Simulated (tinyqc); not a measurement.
Reverse leakage of an n+-p junction: diffusion, generation, trap-assisted and band-to-band tunnelling: two steps of the calculation.

One-sided abrupt junction in the depletion approximation, x from the junction (0) to W on the p side, field F = F0 (1 - x/W). Flat quasi-Fermi levels, long p side. Traps generate through SRH with both lifetimes shortened by 1 + Gamma (Hurkx enhancement, form for moderate fields); band-to-band generation is local and needs a total bending above Eg.

Values chosen for this exercise; band and dielectric values those of a made-up semiconductor: temperature T = 300 K; band gap Eg = 1.17 eV; relative permittivity eps_r = 11.9; conduction-band density of states at T Nc = 3.09e19 cm^-3; valence-band density of states at T Nv = 3.01e19 cm^-3; acceptor density of the lighter side Na = 2.2e17 cm^-3; donor density of the heavier side Nd = 1e20 cm^-3; SRH lifetime of both carriers at zero field tau = 2e-7 s; tunnelling mass mt = 0.23 m0; electron diffusion coefficient on the lighter side Dn = 18 cm^2/s; reverse bias VR = 1.7 V.

Constants: q = 1.602176634e-19 C, kB = 1.380649e-23 J/K, hbar = 1.054571817e-34 J s, m0 = 9.1093837015e-31 kg, Vt = kB T/q, eps0 = 8.8541878128e-14 F/cm where lengths are in cm. Results are converted to the units shown.

Question 1. Field, scales and diffusion current. ni = sqrt(Nc Nv) exp(-Eg/(2 Vt)), Eg in volts; Vbi = Vt ln(Na Nd/ni^2); W = sqrt(2 eps0 eps_r (Vbi + VR)/(q Na)); F0 = 2 (Vbi + VR)/W; FG = sqrt(24 mt m0 (kB T)^3)/(q hbar); J_diff = q ni^2 sqrt(Dn/tau)(1 - exp(-VR/Vt))/Na.

Wanted: ni; Vbi; W; F0; FG; J_diff.

Answer 1.

ni = 4.536e9 cm^-3
Vbi = 1.073 V
W = 128.8 nm
F0 = 430.7 kV/cm
FG = 353.8 kV/cm
J_diff = 1.422e-13 A/cm^2

Question 2. Current components. u = (Vbi + VR)(1 - x/W)^2, p = Na exp(-u/Vt), n = Nd exp((u - Vbi - VR)/Vt); G0 = ni^2 (1 - exp(-VR/Vt))/(tau (n + p + 2 ni cosh(Et/Vt))); Gamma = 2 sqrt(3 pi)(F/FG) exp((F/FG)^2); trap-assisted part G0 Gamma; G_bb = Ab F^2.5 exp(-Bb/F) with F in V/cm, zero unless Vbi + VR > Eg, and counted as zero under 1 cm^-3 s^-1. 14 equal steps.

Each current is q times the trapezoid sum of its rate; J adds J_diff; J_bb under 1e-8 of the sum is given as 0.

| point | x (nm) | G0 (cm^-3 s^-1) | G0 Gamma (cm^-3 s^-1) | G_bb (cm^-3 s^-1) |
|---|---|---|---|---|
| 0 | 0.00000 | 1.0288689e6 | 3.3871669e7 | 2.6019068e8 |
| 1 | 9.19728 | 2.6815759e12 | 6.6833219e13 | 5.6582760e6 |
| 2 | 18.39455 | 6.9693499e14 | 1.3271269e16 | 66060.516 |
| 3 | 27.59183 | 6.9714112e14 | 1.0225909e16 | 349.96689 |
| 4 | 36.78910 | 6.9714112e14 | 7.9310094e15 | 0 |
| 5 | 45.98638 | 6.9714112e14 | 6.1824382e15 | 0 |
| 6 | 55.18365 | 6.9714112e14 | 4.8324311e15 | 0 |
| 7 | 64.38093 | 6.9713877e14 | 3.7748550e15 | 0 |
| 8 | 73.57820 | 6.9427051e14 | 2.9205226e15 | 0 |
| 9 | 82.77548 | 2.5796984e14 | 8.3212151e14 | 0 |
| 10 | 91.97275 | 2.9591958e12 | 7.1337571e12 | 0 |
| 11 | 101.17003 | 6.4436483e10 | 1.1049538e11 | 0 |
| 12 | 110.36730 | 4.1754733e9 | 4.5962403e9 | 0 |
| 13 | 119.56458 | 8.0840614e8 | 4.3495290e8 | 0 |
| 14 | 128.76185 | 4.6766739e8 | 0 | 0 |

J_diff = 1.4216707e-13 A/cm^2

Give: J_SRH; J_TAT; J_bb; J.

Answer 2.

J_SRH = 7.575e-10 A/cm^2
J_TAT = 7.374e-9 A/cm^2
J_bb = 0 A/cm^2
J = 8.132e-9 A/cm^2

Range of the model: The n+ side is degenerate, so Vbi from Boltzmann statistics is only a guide.

tinyqc, about 0.01 s, one thread, Intel Xeon 2.30GHz (shared host): `OMP_NUM_THREADS=1 python tinyqc.py 2290147 2290148 out.jsonl`
